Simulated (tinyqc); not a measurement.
# From one set of inputs to another, one input at a time

Model: mobility of a non-polar semiconductor in the relaxation-time approximation. Computed by tinyqc, a small Python program. Command: `OMP_NUM_THREADS=1 python tinyqc.py 3008886 3008887 out.jsonl rta ladder`. One thread of a shared host (Intel(R) Xeon(R) Processor @ 2.30GHz), about 0.02 s of CPU time with the checks.

Each valley is treated as a sphere of mass m_d for states and rates, with one isotropic relaxation time; the conductivity mass m_c sets the current.

The inputs printed are set A. Set A is modelled on electrons in silicon; the values taken over come from a set modelled on electrons in germanium. Inputs not listed in the table keep their values of set A, so the rows need not describe a real material.

Inputs (values chosen for the exercise, modelled on electrons in silicon):
```
quantity                                            value       unit
longitudinal mass m_l                               0.912        m_0
transverse mass m_t                                 0.188        m_0
equivalent valleys Z                                    6          -
static permittivity eps_s                            11.7          -
density rho                                          2329     kg/m^3
sound velocity v_l                                   9250        m/s
acoustic deformation potential D_A                     10         eV
phonon energy hbar w                                 61.1        meV
optical or intervalley deformation potential D_o      5.1  1e8 eV/cm
final valleys Z_f                                       5          -
carrier density n                                 9.6e+14     1/cm^3
compensation ratio C                                    0          -
temperature T                                         300          K
alloy fraction x                                     0.11          -
alloy potential U                                     1.4         eV
lattice constant a                                   5.52   angstrom
```

Band: parabolic. Impurity formula: Brooks-Herring. Further scattering: alloy.

Constants: k_B = 8.617333262e-05 eV/K; m_0 = 9.1093837015e-31 kg; e = 1.602176634e-19 C; hbar = 1.054571817e-34 J s; eps_0 = 8.8541878128e-12 F/m; k_B = 1.380649e-23 J/K; hbar = 6.582119569e-16 eV s.

Method:
- m_d = (m_l m_t^2)^(1/3); 1/m_c = (1/m_l + 2/m_t)/3; Hall mass factor A = 3 K_m (K_m + 2)/(2 K_m + 1)^2, K_m = m_l/m_t; N_I = n (1 + C)/(1 - C).
- Parabolic band: E = hbar^2 k^2/(2 m), speed v = hbar k/m, states per spin, volume and energy g(E) = m k/(2 pi^2 hbar^2). Here m = m_d. Masses are multiplied by m_0 and all formulas are in SI units.
- The reduced Fermi level eta = E_F/(k_B T) solves n = 2 Z int g f dE with f = 1/(1 + exp(x - eta)) (Z = 1 unless valleys are given); screening length L_s = sqrt(eps_s eps_0 k_B T/(e^2 dn/deta)), dn/deta = 2 Z int g f (1 - f) dE.
- Integrals over x = E/(k_B T) use 160 Gauss-Legendre points in u = sqrt(x) from 0 to sqrt(max(eta, 0) + 32).
- Phonon occupation N_q = 1/(exp(hbar w/(k_B T)) - 1).
- Acoustic deformation potential (elastic, equipartition, absorption and emission together): 1/tau = 2 pi k_B T D_A^2 g(E)/(hbar rho v_l^2).
- Optical or intervalley deformation potential: 1/tau = (pi Z_f D_o^2/(rho w)) [N_q g(E + hbar w) + (N_q + 1) g(E - hbar w)], with g = 0 below the band edge.
- Each optical term is multiplied by (1 - f(E'))/(1 - f(E)), E' the final energy, for Pauli blocking.
- Singly charged impurities, momentum relaxation: 1/tau = N_I e^4 m (1 + 2 alpha E) Phi/(8 pi (eps_s eps_0)^2 hbar^3 k^3), with alpha = 0 for a parabolic band.
- Brooks-Herring: Phi = ln(1 + b) - b/(1 + b), b = 4 k^2 L_s^2.
- Alloy disorder: 1/tau = (2 pi/hbar) Omega x (1 - x) U^2 g(E), Omega = a^3/4 (other conventions for Omega rescale U).
- mu = (m_d/m_c) (2 Z e/(3 n k_B T)) int g v^2 tau f (1 - f) dE.
- Averages over x are split at the emission threshold x_0 = hbar w/(k_B T): 64 Gauss-Legendre points in sqrt(x) below it and 128 in sqrt(x - x_0) above it, up to x = max(eta, 0) + 32.
- Rates are added at each energy before the average. With <y> = int g v^2 y f (1 - f) dE: Hall factor r_H = A (3 n k_B T/(2 Z m_d)) <tau^2/(1 + 2 alpha E)>/<tau>^2 (alpha = 0 for a parabolic band); Hall mobility r_H mu; |S| = (k_B/e) (<x tau>/<tau> - eta); resistivity 1/(n e mu).

Each row keeps all changes above it:
```
input moved                                 from       to  drift mobility mu (cm^2/(V s))  Seebeck coefficient |S| (microvolt/K)  resistivity (ohm cm)
set A                                          -        -                           486.8                                 1049.6                13.355
phonon energy hbar w (meV)                  61.1     32.5                           329.1                                 1042.9                19.753
carrier density n (1/cm^3)               9.6e+14  3.4e+15                           325.6                                  935.1                 5.637
static permittivity eps_s                   11.7       16                           327.9                                  934.4                 5.599
longitudinal mass m_l (m_0)                0.912     1.56                           241.6                                  957.2                 7.598
transverse mass m_t (m_0)                  0.188   0.0841                          1156.8                                  889.1                 1.587
acoustic deformation potential D_A (eV)       10       11                          1127.2                                  889.4                 1.629
sound velocity v_l (m/s)                    9250     5470                           885.4                                  891.7                 2.073
```

Which inputs carry the difference?

Drift mobility mu goes from 487 to 885, a factor 1.82 in all. The largest single move comes from transverse mass m_t (a factor 4.79), and phonon energy hbar w works against it (a factor 0.676). Seebeck coefficient |S| goes from 1050 to 892, a factor 0.850 in all. The largest single move comes from carrier density n (a factor 0.897), and longitudinal mass m_l works against it (a factor 1.024). Resistivity goes from 13.4 to 2.07, a factor 0.155 in all. The largest single move comes from transverse mass m_t (a factor 0.209), and phonon energy hbar w works against it (a factor 1.48). The single moves hold for this order of the switches; the total does not depend on the order.

Extremes, crossings and ranges named in words are read from the listed rows.
